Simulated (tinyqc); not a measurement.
# Strained alloy layer of InP and GaP on (001) GaAs, model-solid band line-up, step by step

Numbers from tinyqc (`OMP_NUM_THREADS=1 python tinyqc.py 2690083 2690084 out.jsonl`; about 0.01 s on one thread of a shared Intel Xeon 2.30GHz). Printed values are rounded.

The layer is x parts of the first compound and 1 - x of the second, grown coherently on the third as substrate and barrier. Rows of the table: lattice constant a, average valence level Ea on an absolute scale, spin-orbit splitting so, gaps at Gamma, X and L, hydrostatic deformation potentials av and ac (Gamma), shear potential b, elastic constants, electron and heavy-hole (along z) masses. All are interpolated linearly in x; gaps get -C x (1 - x), taken wholly in the conduction band; real line-ups can differ from this model by 0.1 eV or more.

Inputs (values chosen for the exercise): fraction of the first compound in the layer x = 0.54; bowing of the Gamma gap CG = 0.65 eV; bowing of the X gap CX = 0.2 eV; bowing of the L gap CL = 1.03 eV.

## Relaxed alloy and strain

Binary compounds, values chosen for the exercise:
```
	close to InP	close to GaP	close to GaAs
a (angstrom)	5.869	5.451	5.653
Ea (eV)	-7.04	-7.4	-6.92
so (eV)	0.112	0.0789	0.337
EG (eV)	1.33	2.81	1.43
EX (eV)	2.19	2.24	1.89
EL (eV)	1.92	2.61	1.72
av (eV)	1.25	1.71	1.18
ac (eV)	-5.1	-7.2	-7.2
b (eV)	-1.69	-1.79	-1.71
c11 (GPa)	102	139	120
c12 (GPa)	55.4	62.2	53.5
me (m0)	0.0799	0.131	0.0679
mh (m0)	0.529	0.328	0.352
```

In-plane strain e = (a_substrate - a)/a, e_z = -2 (c12/c11) e, volume change 2 e + e_z.

a = 5.676720 angstrom
Gamma gap = 1.849340 eV
X gap = 2.163320 eV
L gap = 1.981548 eV
e = -0.4178469 %
e_z = 0.4109519 %
volume change = -0.4247420 %

The relaxed alloy has its lowest gap at Gamma (direct). The layer is under compressive in-plane strain.

## Band edges and offsets

In-plane strain e = (a_substrate - a)/a, e_z = -2 (c12/c11) e, volume change 2 e + e_z. With v = 2 e + e_z and d = 2 b (e_z - e): Eav = Ea + av v; E_hh = Eav + so/3 - d/2; E_lh = Eav - so/6 + d/4 + sqrt(so^2 + so d + 9 d^2/4)/2; E_c = Ea + so/3 + EG + ac v (Gamma). Substrate: E_v = Ea + so/3, E_c = E_v + EG. Well depths: dEc = E_c(substrate) - E_c, dEhh = E_hh - E_v(substrate), dElh likewise; strained Gamma gap E_c - max(E_hh, E_lh); positive values confine carriers in the layer.

d = -0.02877589 eV
E_hh = -7.165162 eV
E_lh = -7.189187 eV
E_c = -5.298237 eV
strained Gamma gap = 1.866925 eV
dEc = -0.07942952 eV
dEhh = -0.3574954 eV
dElh = -0.3815199 eV

The heavy-hole band lies on top, by 24.0 meV. At Gamma the line-up is type I, the layer is a barrier for both carriers.

## Critical thickness

In-plane strain e = (a_substrate - a)/a. Matthews-Blakeslee for 60-degree dislocations in a single layer: hc = k (ln(hc/bv) + 1), k = bv (1 - nu/4)/(4 pi |e| (1 + nu)), nu = c12/(c11 + c12), bv = a/sqrt(2); the larger root.

nu = 0.3296461
bv = 0.4014047 nm
hc = 27.59291 nm

The layer, Lw = 7 nm, is thinner than hc, so it stays coherent by this criterion.
